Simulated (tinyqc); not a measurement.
Dispersion: Heisenberg magnet: exchange from energy differences, ordering vector, linear spin waves and ordering temperature. Computed by tinyqc, a small Python program. Command: `OMP_NUM_THREADS=1 python tinyqc.py 3011384 3011385 out.jsonl magnon walk`. One thread of a shared host (Intel(R) Xeon(R) Processor @ 2.30GHz), about 0.2 s of CPU time with the checks.

H = -sum over pairs <ij> J_ij S_i.S_j - K sum_i (S_i^z)^2, each pair once, J > 0 ferromagnetic. First neighbours: 8 at a (0.5, 0.5, 0.5), second: 6 at a (1, 0, 0), with all permutations and signs.

Inputs (values chosen for the exercise, for a model magnet):

| quantity | value | unit |
|---|---|---|
| exchange J1 | 2.71 | meV |
| exchange J2 | 0.49 | meV |
| spin S | 0.5 | - |
| single-ion anisotropy K | 0.016 | meV |
| lattice constant a | 5.11 | angstrom |

Lattice: bcc. Order: ferromagnetic.

Method:
- g_s(q) = sum over shell s of cos(q.R), z1 = g1(0). E(q) = S [J(0) - J(q)] + (2S - 1) K, J(q) = J1 g1 + J2 g2. The factor 2S - 1 removes the anisotropy for S = 1/2.
- sum R_x^2 over the shells is s1 = 2 a^2 and s2 = 2 a^2. E = gap + D q^2 with D = (S/2)(J1 s1 + J2 s2) and gap = (2S - 1) K.
- J(q) = J1 g1(q) + J2 g2(q), g_s(q) = sum over shell s of cos(q.R).

gap = 0 meV

stiffness D = 41.77936 meV angstrom^2

Energies (meV); H = (1, 0, 0), N = (0.5, 0.5, 0) in 2 pi/a:

| line | fraction of the way | E(q) | gap + D q^2 |
|---|---|---|---|
| G-H | 0.10 | 0.624 | 0.632 |
| G-H | 0.25 | 3.665 | 3.948 |
| G-H | 0.50 | 11.820 | 15.791 |
| G-H | 0.75 | 18.995 | 35.531 |
| G-H | 1.00 | 21.680 | 63.165 |
| G-N | 0.10 | 0.313 | 0.316 |
| G-N | 0.25 | 1.875 | 1.974 |
| G-N | 0.50 | 6.400 | 7.896 |
| G-N | 0.75 | 10.925 | 17.765 |
| G-N | 1.00 | 12.800 | 31.583 |

What follows from these numbers?

At the end of the G-H rows the long-wave form is 2.91 times the true energy. At the end of the G-N rows the long-wave form is 2.47 times the true energy. It holds to 5 % in 2 of the ten rows; nearer the zone boundary the cosine flattens the band.
